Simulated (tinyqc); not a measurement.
## Dose and depth of a threshold implant

Question. A sheet of D acceptors per cm^2 lies at depth xi inside the depleted layer of a body doped Na. In the depletion approximation VT = Vfb + f2 + q D/Cox + gamma sqrt(f2 + Vsb - q D xi/(eps0 eps_r)), gamma = sqrt(2 eps0 eps_r q Na)/Cox, Cox = eps0 eox/tox. Find gamma, D and xi.

Inputs (values chosen for the exercise); band and dielectric values close to those of silicon: relative permittivity eps_r = 11.7; acceptor density deep in the body Na = 2.8e17 cm^-3; relative permittivity of the gate insulator (close to silicon dioxide) eox = 3.9; insulator thickness tox = 4.7 nm; flat-band voltage Vfb = -0.79 V; band bending 2 phiF at threshold f2 = 0.755 V.

Constants: q = 1.602176634e-19 C, eps0 = 8.8541878128e-14 F/cm where lengths are in cm. Results are converted to the units shown.

VT against the source at Vsb = 0 and 1 V (V): [0.48756763, 0.69776046]

Solution. With y^2 = f2 - q D xi/(eps0 eps_r) and d the difference of the thresholds over gamma, sqrt(y^2 + Vsb) - y = d gives y = (Vsb - d^2)/(2 d). The first threshold then gives D, and y^2 gives xi.

gamma = 0.415 V^0.5
D = 1.00e12 cm^-2
xi = 14.0 nm

Numbers from tinyqc (`OMP_NUM_THREADS=1 python tinyqc.py 2080026 2080027 out.jsonl`; about 0.3 s on one thread of a shared Intel Xeon 2.30GHz).
